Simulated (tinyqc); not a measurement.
# Energy and delay of logic against supply voltage: what changes with what

One expression serves below and above threshold: I(Vg) = Ik [ln(1 + exp((Vg - VT + dd V)/(al nf Vt)))]^al, with I_on = I(V) and I_off = I(0). Gate delay td = kd C V/I_on, clock period LD td. Per gate and cycle the switching energy is act C V^2 and the leakage energy I_off V LD td. No short-circuit current, no variation. Minima are sought above 0.09 V; below a few Vt gates no longer switch and the model has no meaning.

Parameters, values chosen for the exercise; values of the order met in logic technologies:
```
symbol  value  unit                               meaning
T         300     K                           temperature
VT       0.32     V  threshold voltage at zero drain bias
nf       1.24                                slope factor
dd       0.11         barrier lowering per volt of supply
Ik       0.58    uA            specific current of a gate
al       1.54                 exponent of the current law
C           3    fF            load capacitance of a gate
kd        0.6                                delay factor
LD         20                                 logic depth
act      0.01                             activity factor
```

Constants: q = 1.602176634e-19 C, kB = 1.380649e-23 J/K, Vt = kB T/q. Results are converted to the units shown.

Each table varies one quantity; the others keep the values above.

## Energy and delay against supply voltage

EDP = energy times td.

Energy and delay against supply voltage:
```
V (V)  I_on (uA)  I_off (nA)  td (ps)  switching (aJ)  leakage (aJ)  energy (aJ)  EDP (fJ ps)
0.15    0.004669     0.04477  5.783e4          0.6750         7.767        8.442        488.2
0.27      0.2047     0.06754     2374           2.187        0.8658        3.053        7.247
0.38       1.928     0.09846    354.7           4.332        0.2654        4.597        1.631
0.5        6.429      0.1485    140.0           7.500        0.2079        7.708        1.079
0.62       12.80      0.2239    87.16           11.53        0.2420        11.77        1.026
0.73       19.90      0.3262    66.03           15.99        0.3144        16.30        1.076
0.85       28.81      0.4914    53.10           21.68        0.4436        22.12        1.175
0.97       38.82      0.7401    44.97           28.23        0.6457        28.87        1.299
1.08       48.88       1.076    39.77           34.99        0.9247        35.92        1.428
1.2        60.75       1.618    35.56           43.20         1.381        44.58        1.585
```

Read the table: what changes, and by how much?

td falls from 57800 to 35.6 ps; the energy goes from 8.44 through a minimum of 3.05 (at V = 0.27 V among the rows listed) to 44.6 aJ and the EDP goes from 488 through a minimum of 1.03 (at V = 0.62 V among the rows listed) to 1.59 fJ ps. The exact minima lie at V = 0.265 V for the energy and 0.596 V for the EDP. Going from 1.2 V to the energy minimum saves a factor of 14.6 in energy and costs a factor of 76.0 in delay. Below the minimum the leakage energy rises faster than the switching energy falls, because the clock period grows so steeply.

## Optimum supplies against the slope factor

Same model as above.

V_min minimises the energy and V_EDP the product of energy and td.

Results:
```
nf   V_min (V)  energy at V_min (aJ)  leakage share (%)  clock at V_min (MHz)  V_EDP (V)  clock at V_EDP (GHz)
1       0.2128                 1.833              25.89                 2.706     0.5925                0.7316
1.1     0.2342                 2.270              27.49                 6.982     0.5930                0.6329
1.2     0.2558                 2.801              29.90                 14.52     0.5947                0.5567
1.3     0.2777                 3.459              33.15                 25.45     0.5984                0.4984
1.5     0.3217                 5.331              41.76                 54.08     0.6162                0.4232
1.6     0.3436                 6.651              46.75                 69.15     0.6313                0.4009
```

Estimate the missing row, nf = 1.4.

Computed row:
```
nf   V_min (V)  energy at V_min (aJ)  leakage share (%)  clock at V_min (MHz)  V_EDP (V)  clock at V_EDP (GHz)
1.4     0.2996                 4.286              37.15                 39.06     0.6053                0.4548
```

With this row back in the table: As nf goes from 1 to 1.6, V_min rises from 0.213 to 0.344 V, the energy there rises from 1.83 to 6.65 aJ, the clock there rises from 2.71 to 69.2 MHz and V_EDP rises from 0.592 to 0.631 V.

Computed by the program tinyqc: `OMP_NUM_THREADS=1 python tinyqc.py 2082071 2082072 out.jsonl`, one thread of a shared Intel Xeon 2.30GHz, about 0.01 s for the whole run.
